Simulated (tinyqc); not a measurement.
Random telegraph noise from one oxide trap in a small MOSFET: one step of the calculation.

An acceptor-like trap exchanges electrons with the channel. Inversion charge Q = Cox u, u = n Vt W0(exp((Vg - VT)/(n Vt))), W0 the Lambert function, n = nf, Cox = eps0 eox/tox; linear regime Id = (W/L) mu Q Vd. Relative to threshold the surface potential rises by Vt ln(u/u0) and the oxide voltage by the rest of Vg - VT, with u0 = n Vt W0(1).

Question. Step height. A = W L; threshold step dV = q (1 - xt/tox)/(Cox A); gm/Id = 1/(u + n Vt); relative step dI/I = (gm/Id) dV + asc mu/A. Id as defined.

Values chosen for this exercise; values of the order met in silicon transistors: temperature T = 200 K; relative permittivity of the gate insulator (close to silicon dioxide) eox = 3.9; insulator thickness tox = 4.3 nm; depth of the trap from the channel interface xt = 1.4 nm; body factor nf = 1.16; gate width W = 260 nm; gate length L = 29 nm; mobility mu = 320 cm^2/(V s); scattering coefficient of the charged trap asc = 0 V s; drain voltage Vd = 0.1 V.

Constants: q = 1.602176634e-19 C, kB = 1.380649e-23 J/K, Vt = kB T/q, eps0 = 8.8541878128e-14 F/cm where lengths are in cm. Results are converted to the units shown.

u = 0.011338450 V
N = 5.6831375e10 cm^-2

Wanted: electrons in the channel N A; dV; gm/Id; number part of dI/I; dI/I; Id; dI.

Answer.

electrons in the channel N A = 4.285
dV = 1.785 mV
gm/Id = 31.92 1/V
number part of dI/I = 5.696 %
dI/I = 5.696 %
Id = 2.612 uA
dI = 148.8 nA

Range of the model: VT is taken as given; short-channel effects and the uneven flow of current among few electrons are left out.

Program tinyqc, `OMP_NUM_THREADS=1 python tinyqc.py 2710141 2710142 out.jsonl`; Intel Xeon 2.30GHz, shared host, one thread, about 0.01 s.
